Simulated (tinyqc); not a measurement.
Inside a calculation (part 1 of 2). Method: CCSD on RHF in the sto-6g basis, frozen core, for BeH2, spin multiplicity 1. Computed by tinyqc, a small Python program that keeps every step (integrals from PySCF). Settings: charge = 0, multiplicity = 1, basis = sto-6g, method = RHF, frozen orbitals = 1, energy threshold = 1e-10, iteration cap = 85, orthogonalisation = symmetric, start = Wolfsberg-Helmholz matrix, DIIS depth = 6, amplitude equations = CCSD, DIIS depth for amplitudes = 4, cap on updates = 50. Command: `OMP_NUM_THREADS=1 python tinyqc.py 22694 22695 out.jsonl` (the two numbers bound the seeds that draw the settings). One thread of a shared host (Intel(R) Xeon(R) Processor @ 2.60GHz), about 0.4 s of CPU time with the checks. The early iterations of the SCF are left out here.

## One-electron integrals

Geometry (angstrom):

| atom | x | y | z |
|---|---|---|---|
| Be | 0.000000 | 0.000000 | 0.000000 |
| H | 0.000000 | 1.354000 | 0.007000 |
| H | 0.000000 | -1.430000 | 0.007000 |

Basis sto-6g: exponents (1/bohr^2) and contraction coefficients of normalised primitives:

| element | l (shell) | exponent | coefficient |
|---|---|---|---|
| Be | s (1) | 312.870494 | 0.009164 |
| Be | s (1) | 57.364463 | 0.049361 |
| Be | s (1) | 16.048509 | 0.168538 |
| Be | s (1) | 5.513096 | 0.370563 |
| Be | s (1) | 2.140897 | 0.416492 |
| Be | s (1) | 0.881739 | 0.130334 |
| Be | s (2) | 13.633247 | -0.013253 |
| Be | s (2) | 2.698375 | -0.046992 |
| Be | s (2) | 0.838653 | -0.033785 |
| Be | s (2) | 0.322660 | 0.250242 |
| Be | s (2) | 0.140131 | 0.595117 |
| Be | s (2) | 0.064233 | 0.240706 |
| Be | p (3) | 13.633247 | 0.003760 |
| Be | p (3) | 2.698375 | 0.037679 |
| Be | p (3) | 0.838653 | 0.173897 |
| Be | p (3) | 0.322660 | 0.418036 |
| Be | p (3) | 0.140131 | 0.425860 |
| Be | p (3) | 0.064233 | 0.101708 |
| H | s (1) | 35.523221 | 0.009164 |
| H | s (1) | 6.513144 | 0.049361 |
| H | s (1) | 1.822143 | 0.168538 |
| H | s (1) | 0.625955 | 0.370563 |
| H | s (1) | 0.243077 | 0.416492 |
| H | s (1) | 0.100112 | 0.130334 |

Overlap, kinetic and nuclear-attraction integrals over the contracted functions; the nuclear repulsion is the sum of Za Zb / Rab.

nuclear repulsion = 3.23355585 hartree

overlap S:
```
           1Be 1s    1Be 2s   1Be 2px    1Be 2py   1Be 2pz     2H 1s      3H 1s
1Be 1s   1.000000  0.254764  0.000000   0.000000  0.000000  0.069883   0.059048
1Be 2s   0.254764  1.000000  0.000000   0.000000  0.000000  0.455054   0.424938
1Be 2px  0.000000  0.000000  1.000000   0.000000  0.000000  0.000000   0.000000
1Be 2py  0.000000  0.000000  0.000000   1.000000  0.000000  0.521148  -0.498548
1Be 2pz  0.000000  0.000000  0.000000   0.000000  1.000000  0.002694   0.002440
2H 1s    0.069883  0.455054  0.000000   0.521148  0.002694  1.000000   0.031889
3H 1s    0.059048  0.424938  0.000000  -0.498548  0.002440  0.031889   1.000000
```

kinetic energy T (hartree):
```
            1Be 1s     1Be 2s   1Be 2px    1Be 2py   1Be 2pz      2H 1s      3H 1s
1Be 1s    6.768753  -0.207382  0.000000   0.000000  0.000000  -0.013995  -0.013812
1Be 2s   -0.207382   0.220121  0.000000   0.000000  0.000000   0.066878   0.055977
1Be 2px   0.000000   0.000000  0.661265   0.000000  0.000000   0.000000   0.000000
1Be 2py   0.000000   0.000000  0.000000   0.661265  0.000000   0.188433  -0.164667
1Be 2pz   0.000000   0.000000  0.000000   0.000000  0.661265   0.000974   0.000806
2H 1s    -0.013995   0.066878  0.000000   0.188433  0.000974   0.768522  -0.007471
3H 1s    -0.013812   0.055977  0.000000  -0.164667  0.000806  -0.007471   0.768522
```

nuclear attraction V (hartree):
```
             1Be 1s     1Be 2s    1Be 2px    1Be 2py    1Be 2pz      2H 1s      3H 1s
1Be 1s   -15.475661  -1.844566   0.000000  -0.001914  -0.000177  -0.555232  -0.466421
1Be 2s    -1.844566  -3.017707   0.000000  -0.008947  -0.001431  -1.335211  -1.216920
1Be 2px    0.000000   0.000000  -2.944200   0.000000   0.000000   0.000000   0.000000
1Be 2py   -0.001914  -0.008947   0.000000  -3.164427  -0.000073  -1.502216   1.399026
1Be 2pz   -0.000177  -0.001431   0.000000  -0.000073  -2.944205  -0.007928  -0.006999
2H 1s     -0.555232  -1.335211   0.000000  -1.502216  -0.007928  -2.981464  -0.104530
3H 1s     -0.466421  -1.216920   0.000000   1.399026  -0.006999  -0.104530  -2.901917
```

core Hamiltonian H = T + V (hartree):
```
            1Be 1s     1Be 2s    1Be 2px    1Be 2py    1Be 2pz      2H 1s      3H 1s
1Be 1s   -8.706908  -2.051948   0.000000  -0.001914  -0.000177  -0.569226  -0.480232
1Be 2s   -2.051948  -2.797586   0.000000  -0.008947  -0.001431  -1.268333  -1.160943
1Be 2px   0.000000   0.000000  -2.282934   0.000000   0.000000   0.000000   0.000000
1Be 2py  -0.001914  -0.008947   0.000000  -2.503162  -0.000073  -1.313783   1.234358
1Be 2pz  -0.000177  -0.001431   0.000000  -0.000073  -2.282940  -0.006954  -0.006193
2H 1s    -0.569226  -1.268333   0.000000  -1.313783  -0.006954  -2.212942  -0.112000
3H 1s    -0.480232  -1.160943   0.000000   1.234358  -0.006193  -0.112000  -2.133395
```

## Two-electron integrals

Functions are numbered as in S; the eight-fold symmetry (ij|kl) = (ji|kl) = (kl|ij) leaves the list below.

Two-electron integrals (ij|kl) in chemists' order, unique and non-zero (hartree):
```
(11|11) 2.299996    (21|11) 0.361879    (21|21) 0.071926    (22|11) 0.570332
(22|21) 0.139654    (22|22) 0.417773    (31|31) 0.015252    (32|31) 0.022555
(32|32) 0.092340    (33|11) 0.570332    (33|21) 0.139654    (33|22) 0.417773
(33|33) 0.450117    (41|41) 0.015252    (42|41) 0.022555    (42|42) 0.092340
(43|43) 0.024258    (44|11) 0.570332    (44|21) 0.139654    (44|22) 0.417773
(44|33) 0.401601    (44|44) 0.450117    (51|51) 0.015252    (52|51) 0.022555
(52|52) 0.092340    (53|53) 0.024258    (54|54) 0.024258    (55|11) 0.570332
(55|21) 0.139654    (55|22) 0.417773    (55|33) 0.401601    (55|44) 0.401601
(55|55) 0.450117    (61|11) 0.102529    (61|21) 0.019762    (61|22) 0.038116
(61|33) 0.037803    (61|41) 0.001950    (61|42) 0.003745    (61|44) 0.038741
(61|51) 0.000010    (61|52) 0.000019    (61|54) 4.85e-06    (61|55) 0.037803
(61|61) 0.005741    (62|11) 0.222350    (62|21) 0.055168    (62|22) 0.176921
(62|33) 0.170535    (62|41) 0.007720    (62|42) 0.043605    (62|44) 0.189692
(62|51) 0.000040    (62|52) 0.000225    (62|54) 0.000099    (62|55) 0.170535
(62|61) 0.016675    (62|62) 0.107389    (63|31) 0.005617    (63|32) 0.024810
(63|43) 0.007785    (63|53) 0.000040    (63|63) 0.010511    (64|11) 0.231315
(64|21) 0.058176    (64|22) 0.195173    (64|33) 0.183736    (64|41) 0.012584
(64|42) 0.068249    (64|44) 0.218047    (64|51) 0.000036    (64|52) 0.000225
(64|54) 0.000137    (64|55) 0.183737    (64|61) 0.018535    (64|62) 0.135333
(64|64) 0.177102    (65|11) 0.001196    (65|21) 0.000301    (65|22) 0.001009
(65|33) 0.000950    (65|41) 0.000036    (65|42) 0.000225    (65|44) 0.001047
(65|51) 0.005617    (65|52) 0.024811    (65|54) 0.007785    (65|55) 0.001030
(65|61) 0.000096    (65|62) 0.000700    (65|64) 0.000861    (65|65) 0.010515
(66|11) 0.387401    (66|21) 0.098139    (66|22) 0.349398    (66|33) 0.324148
(66|41) 0.016981    (66|42) 0.120163    (66|44) 0.399896    (66|51) 0.000088
(66|52) 0.000621    (66|54) 0.000392    (66|55) 0.324150    (66|61) 0.030851
(66|62) 0.264152    (66|64) 0.354662    (66|65) 0.001834    (66|66) 0.774999
(71|11) 0.086284    (71|21) 0.016649    (71|22) 0.032176    (71|33) 0.031911
(71|41) -0.001646   (71|42) -0.003186   (71|44) 0.032707    (71|51) 0.000008
(71|52) 0.000016    (71|54) -3.90e-06   (71|55) 0.031911    (71|61) 0.004382
(71|62) 0.011682    (71|64) 0.011781    (71|65) 0.000067    (71|66) 0.020392
(71|71) 0.004076    (72|11) 0.201289    (72|21) 0.050035    (72|22) 0.162230
(72|33) 0.156184    (72|41) -0.006989   (72|42) -0.040667   (72|44) 0.174323
(72|51) 0.000034    (72|52) 0.000199    (72|54) -0.000089   (72|55) 0.156184
(72|61) 0.012559    (72|62) 0.053395    (72|64) 0.053061    (72|65) 0.000341
(72|66) 0.097770    (72|71) 0.012791    (72|72) 0.092811    (73|31) 0.004899
(73|32) 0.022113    (73|43) -0.007111   (73|53) 0.000035    (73|63) 0.004108
(73|73) 0.008666    (74|11) -0.214545   (74|21) -0.054021   (74|22) -0.183088
(74|33) -0.172336   (74|41) 0.011325    (74|42) 0.063449    (74|44) -0.204591
(74|51) -0.000031   (74|52) -0.000202   (74|54) 0.000123    (74|55) -0.172337
(74|61) -0.013019   (74|62) -0.054750   (74|64) -0.051924   (74|65) -0.000344
(74|66) -0.098203   (74|71) -0.014509   (74|72) -0.119309   (74|74) 0.158574
(75|11) 0.001050    (75|21) 0.000264    (75|22) 0.000896    (75|33) 0.000844
(75|41) -0.000031   (75|42) -0.000202   (75|44) 0.000932    (75|51) 0.004899
(75|52) 0.022114    (75|54) -0.007112   (75|55) 0.000913    (75|61) 0.000070
(75|62) 0.000332    (75|64) 0.000324    (75|65) 0.004110    (75|66) 0.000623
(75|71) 0.000071    (75|72) 0.000584    (75|74) -0.000734   (75|75) 0.008670
(76|11) 0.018877    (76|21) 0.004559    (76|22) 0.013469    (76|33) 0.013211
(76|41) -0.000014   (76|42) -0.000099   (76|44) 0.013984    (76|51) 0.000006
(76|52) 0.000029    (76|54) -2.23e-07   (76|55) 0.013211    (76|61) 0.001251
(76|62) 0.005897    (76|64) 0.006647    (76|65) 0.000041    (76|66) 0.012207
(76|71) 0.001060    (76|72) 0.005531    (76|74) -0.006422   (76|75) 0.000038
(76|76) 0.000445    (77|11) 0.367680    (77|21) 0.093275    (77|22) 0.337187
(77|33) 0.312835    (77|41) -0.015536   (77|42) -0.115371   (77|44) 0.385889
(77|51) 0.000076    (77|52) 0.000565    (77|54) -0.000358   (77|55) 0.312837
(77|61) 0.023053    (77|62) 0.103450    (77|64) 0.100835    (77|65) 0.000675
(77|66) 0.190042    (77|71) 0.024710    (77|72) 0.243818    (77|74) -0.333024
(77|75) 0.001630    (77|76) 0.012207    (77|77) 0.774999
```

## Orthogonalisation

S = U s U^T; symmetric (Loewdin) form X = U s^(-1/2) U^T, so that X^T S X = 1.

eigenvalues of S: 0.259991  0.372059  0.941090  1.000000  1.000032  1.692394  1.734433

X:
```
            1Be 1s     1Be 2s   1Be 2px    1Be 2py    1Be 2pz      2H 1s      3H 1s
1Be 1s    1.027133  -0.148253  0.000000   0.000295  -0.000088   0.015245   0.017573
1Be 2s   -0.148253   1.232975  0.000000   0.023662   0.001190  -0.314431  -0.272031
1Be 2px   0.000000   0.000000  1.000000   0.000000   0.000000   0.000000   0.000000
1Be 2py   0.000295   0.023662  0.000000   1.346276   0.000165  -0.437509   0.401871
1Be 2pz  -0.000088   0.001190  0.000000   0.000165   1.000007  -0.001843  -0.001530
2H 1s     0.015245  -0.314431  0.000000  -0.437509  -0.001843   1.299544  -0.096195
3H 1s     0.017573  -0.272031  0.000000   0.401871  -0.001530  -0.096195   1.253501
```

## Iteration 6 (converged): orbitals

converged F (hartree):
```
            1Be 1s     1Be 2s   1Be 2px    1Be 2py    1Be 2pz      2H 1s      3H 1s
1Be 1s   -4.590928  -1.248880  0.000000  -0.000474   0.000106  -0.348032  -0.294498
1Be 2s   -1.248880  -0.593025  0.000000  -0.011268  -0.001102  -0.409651  -0.381576
1Be 2px   0.000000   0.000000  0.209380   0.000000   0.000000   0.000000   0.000000
1Be 2py  -0.000474  -0.011268  0.000000  -0.216452  -0.000133  -0.333999   0.322433
1Be 2pz   0.000106  -0.001102  0.000000  -0.000133   0.209372  -0.001400  -0.001251
2H 1s    -0.348032  -0.409651  0.000000  -0.333999  -0.001400  -0.312184  -0.040152
3H 1s    -0.294498  -0.381576  0.000000   0.322433  -0.001251  -0.040152  -0.281313
```

Diagonalise F' = X^T F X, C = X C', fill 3 alpha and 3 beta electrons from the bottom; D = 2 C_occ C_occ^T. Each column has its largest component positive (the first on a tie).

F' = X^T F X (hartree):
```
           1          2         3          4          5          6          7
1  -4.493999  -0.652520  0.000000   0.003602   0.000114  -0.058875  -0.036581
2  -0.652520  -0.086976  0.000000   0.011685   0.000491  -0.336957  -0.306899
3   0.000000   0.000000  0.209380   0.000000   0.000000   0.000000   0.000000
4   0.003602   0.011685  0.000000   0.259145   0.000053  -0.464062   0.440247
5   0.000114   0.000491  0.000000   0.000053   0.209382  -0.001793  -0.001527
6  -0.058875  -0.336957  0.000000  -0.464062  -0.001793   0.093679  -0.112071
7  -0.036581  -0.306899  0.000000   0.440247  -0.001527  -0.112071   0.076583
```

orbital energies (hartree): MO1 -4.592514, MO2 -0.450304, MO3 -0.410398, MO4 0.209367, MO5 0.209380, MO6 0.431461, MO7 0.870201

coefficients C:
```
               MO1        MO2        MO3        MO4       MO5        MO6        MO7
1Be 1s    0.994651  -0.206894   0.038622   0.002222  0.000000  -0.209298  -0.009261
1Be 2s    0.021407   0.551274  -0.117121  -0.010397  0.000000   1.176659   0.113677
1Be 2px   0.000000   0.000000   0.000000   0.000000  1.000000   0.000000   0.000000
1Be 2py   0.000114   0.096715   0.489519  -0.000028  0.000000  -0.054412   1.383470
1Be 2pz  -0.000007   0.001178  -0.000151   0.999945  0.000000   0.011303   0.000874
2H 1s    -0.002104   0.470089   0.324577   0.004371  0.000000  -0.751906  -1.047313
3H 1s    -0.002312   0.308245  -0.485900   0.004549  0.000000  -0.822823   0.898973
```

D after iteration 6:
```
            1Be 1s     1Be 2s   1Be 2px    1Be 2py    1Be 2pz      2H 1s      3H 1s
1Be 1s    2.067254  -0.194574  0.000000  -0.001981  -0.000514  -0.173632  -0.169680
1Be 2s   -0.194574   0.636156  0.000000  -0.008028   0.001334   0.442176   0.453573
1Be 2px   0.000000   0.000000  0.000000   0.000000   0.000000   0.000000   0.000000
1Be 2py  -0.001981  -0.008028  0.000000   0.497965   0.000080   0.408702  -0.416090
1Be 2pz  -0.000514   0.001334  0.000000   0.000080   0.000003   0.001009   0.000873
2H 1s    -0.173632   0.442176  0.000000   0.408702   0.001009   0.652677  -0.025609
3H 1s    -0.169680   0.453573  0.000000  -0.416090   0.000873  -0.025609   0.662237
```

## Convergence

Stop when the energy changes by less than 1e-10 hartree and every element of the error matrix X^T (F D S - S D F) X is below 3e-06.

Course of the cycle:

| iteration | E (hartree) | change | largest element of the error matrix |
|---|---|---|---|
| 1 | -15.69760030 | - | 1.48e-01 |
| 2 | -15.71615040 | -1.86e-02 | 1.65e-02 |
| 3 | -15.71646296 | -3.13e-04 | 1.65e-03 |
| 4 | -15.71646880 | -5.84e-06 | 3.92e-05 |
| 5 | -15.71646880 | -1.82e-09 | 4.68e-06 |
| 6 | -15.71646880 | -6.51e-11 | 8.46e-07 |

PySCF RHF in the same basis = -15.71646880 hartree

Converged in 6 iterations.

## Integrals over molecular orbitals

(pq|rs) = sum C_ip C_jq C_kr C_ls (ij|kl), one index at a time.

one-electron integrals over orbitals h = C^T H C (hartree):
```
           1          2          3          4          5          6          7
1  -8.697869   0.215008  -0.041308  -0.002540   0.000000   0.207397   0.008402
2   0.215008  -2.429129  -0.013235   0.000560   0.000000  -0.193910  -0.056751
3  -0.041308  -0.013235  -2.369811  -0.000270   0.000000   0.069786  -0.283855
4  -0.002540   0.000560  -0.000270  -2.282916   0.000000  -0.002410  -0.000080
5   0.000000   0.000000   0.000000   0.000000  -2.282934   0.000000   0.000000
6   0.207397  -0.193910   0.069786  -0.002410   0.000000  -1.933812   0.005386
7   0.008402  -0.056751  -0.283855  -0.000080   0.000000   0.005386  -1.827700
```

Two-electron integrals over orbitals (pq|rs), unique and non-zero (hartree); the lowest 1 orbital is frozen and left out:
```
(22|22) 0.419838    (32|22) 0.063686    (32|32) 0.139612    (33|22) 0.380800
(33|32) -0.052339   (33|33) 0.449672    (42|22) 0.000543    (42|32) 0.000101
(42|33) 0.000460    (42|42) 0.047074    (43|22) 0.000142    (43|32) 0.000545
(43|33) -0.000325   (43|42) -0.006206   (43|43) 0.015204    (44|22) 0.364932
(44|32) 0.000277    (44|33) 0.350323    (44|42) -0.001252   (44|43) 0.000288
(44|44) 0.450126    (52|52) 0.047074    (53|52) -0.006206   (53|53) 0.015200
(54|52) -0.000431   (54|53) 0.000089    (54|54) 0.024261    (55|22) 0.364937
(55|32) 0.000276    (55|33) 0.350325    (55|42) -0.000389   (55|43) 0.000110
(55|44) 0.401599    (55|55) 0.450117    (62|22) -0.029017   (62|32) -0.018961
(62|33) -0.037244   (62|42) -0.000154   (62|43) -0.000014   (62|44) 0.054897
(62|55) 0.054909    (62|62) 0.076597    (63|22) -0.032766   (63|32) -0.083732
(63|33) 0.043760    (63|42) -0.000007   (63|43) -0.000504   (63|44) -0.017392
(63|55) -0.017395   (63|62) -0.006959   (63|63) 0.086575    (64|22) 0.000208
(64|32) 0.000037    (64|33) -0.000159   (64|42) 0.046058    (64|43) -0.009991
(64|44) -0.000327   (64|55) 0.000290    (64|62) 0.000985    (64|63) -0.000291
(64|64) 0.051095    (65|52) 0.046072    (65|53) -0.009994   (65|54) -0.000308
(65|65) 0.051107    (66|22) 0.387170    (66|32) -0.010690   (66|33) 0.407717
(66|42) 0.001217    (66|43) -0.000313   (66|44) 0.365524    (66|55) 0.365541
(66|62) -0.028333   (66|63) 0.015731    (66|64) 0.000846    (66|66) 0.409200
(72|22) -0.021378   (72|32) -0.041696   (72|33) 0.008889    (72|42) -0.000270
(72|43) -0.000504   (72|44) 0.013364    (72|55) 0.013365    (72|62) 0.027166
(72|63) 0.056073    (72|64) 0.000096    (72|66) -0.002029   (72|72) 0.061333
(73|22) -0.003709   (73|32) -0.000468   (73|33) -0.019269   (73|42) -0.000742
(73|43) 0.000251    (73|44) 0.060781    (73|55) 0.060781    (73|62) 0.069205
(73|63) -0.026955   (73|64) 0.000364    (73|66) -0.022329   (73|72) 0.011272
(73|73) 0.080493    (74|22) -0.000517   (74|32) -0.001240   (74|33) 0.000517
(74|42) 0.005677    (74|43) 0.012756    (74|44) -0.000046   (74|55) -1.54e-06
(74|62) 0.000192    (74|63) 0.000767    (74|64) 0.002203    (74|66) 0.000179
(74|72) 0.000224    (74|73) 0.000024    (74|74) 0.016779    (75|52) 0.005679
(75|53) 0.012760    (75|54) -0.000022   (75|65) 0.002205    (75|75) 0.016767
(76|22) 0.055286    (76|32) 0.130593    (76|33) -0.055565   (76|42) 0.000182
(76|43) 0.000647    (76|44) 0.000828    (76|55) 0.000830    (76|62) -0.015567
(76|63) -0.090954   (76|64) 0.000149    (76|66) -0.014883   (76|72) -0.053670
(76|73) 0.003175    (76|74) -0.001154   (76|76) 0.137863    (77|22) 0.428921
(77|32) 0.019497    (77|33) 0.432095    (77|42) 0.000120    (77|43) 0.000069
(77|44) 0.387712    (77|55) 0.387708    (77|62) -0.032485   (77|63) -0.006411
(77|64) -0.000334   (77|66) 0.428857    (77|72) -0.012664   (77|73) -0.005712
(77|74) -0.000139   (77|76) 0.013883    (77|77) 0.481801
```

## CCSD: starting amplitudes

t_ij^ab = <ij||ab> / (e_i + e_j - e_a - e_b), whose energy is MP2.

Starting amplitudes (spin orbitals 1a, 1b, ...; amplitudes related by a flip of all spins are not repeated; the 24 largest):

| from | to | t |
|---|---|---|
| 3a 3b | 6a 6b | -0.051419 |
| 2a 2b | 6a 6b | -0.043434 |
| 2a 2b | 4a 4b | -0.035680 |
| 2a 2b | 5a 5b | -0.035679 |
| 2a 3b | 6a 7b | -0.032004 |
| 3a 3b | 7a 7b | -0.031428 |
| 2a 3b | 6b 7a | 0.025931 |
| 2a 2b | 7a 7b | -0.023223 |
| 3a 3b | 6a 7b | 0.012700 |
| 2a 2b | 6a 7b | -0.012335 |
| 3a 3b | 4a 4b | -0.012266 |
| 3a 3b | 5a 5b | -0.012262 |
| 2a 3a | 6a 7a | -0.006073 |
| 2a 3b | 5a 5b | 0.004850 |
| 2a 3b | 4a 4b | 0.004850 |
| 2a 3b | 7a 7b | -0.004334 |
| 2a 3b | 6a 6b | 0.004037 |
| 2a 3b | 4a 7b | 0.000382 |
| 3a 3b | 4a 6b | 0.000345 |
| 2a 3b | 4b 7a | -0.000260 |
| 2a 2b | 4a 7b | 0.000136 |
| 3a 3b | 4a 7b | -0.000132 |
| 2a 3a | 4a 7a | 0.000123 |
| 2a 2b | 4a 6b | 0.000100 |

correlation energy = -0.02459247 hartree

## CCSD: amplitude update 1

t_i^a D_i^a and t_ij^ab D_ij^ab are set to the remaining terms of the spin-orbital equations, evaluated with the old amplitudes; for the doubles these are <ij||ab> + 1/2 <ab||ef> t_ij^ef + 1/2 <mn||ij> t_mn^ab + P(ij)P(ab) <mb||ej> t_im^ae + terms in t^2 + terms with t1, D the orbital-energy denominators.

Amplitudes after update 1 (spin orbitals 1a, 1b, ...; amplitudes related by a flip of all spins are not repeated; the 24 largest):

| from | to | t |
|---|---|---|
| 3a 3b | 6a 6b | -0.070864 |
| 2a 2b | 6a 6b | -0.056402 |
| 2a 2b | 4a 4b | -0.045116 |
| 2a 2b | 5a 5b | -0.045116 |
| 2a 3b | 6a 7b | -0.043925 |
| 3a 3b | 7a 7b | -0.040021 |
| 2a 3b | 6b 7a | 0.037026 |
| 2a 2b | 7a 7b | -0.030292 |
| 3a 3b | 6a 7b | 0.017807 |
| 2a 2b | 6a 7b | -0.016929 |
| 3a 3b | 4a 4b | -0.009710 |
| 3a 3b | 5a 5b | -0.009705 |
| 2a 3b | 5a 5b | 0.007183 |
| 2a 3b | 4a 4b | 0.007183 |
| 2a 3a | 6a 7a | -0.006899 |
| 2a 3b | 7a 7b | -0.005599 |
| 2a 3b | 6a 6b | 0.005227 |
| 2a | 6a | 0.005180 |
| 3a | 7a | -0.001128 |
| 3a | 6a | -0.001069 |
| 3a 3b | 4a 6b | 0.000559 |
| 2a 3b | 4a 7b | 0.000515 |
| 2a 3b | 4b 7a | -0.000371 |
| 2a 2b | 4a 7b | 0.000186 |

correlation energy = -0.03274828 hartree
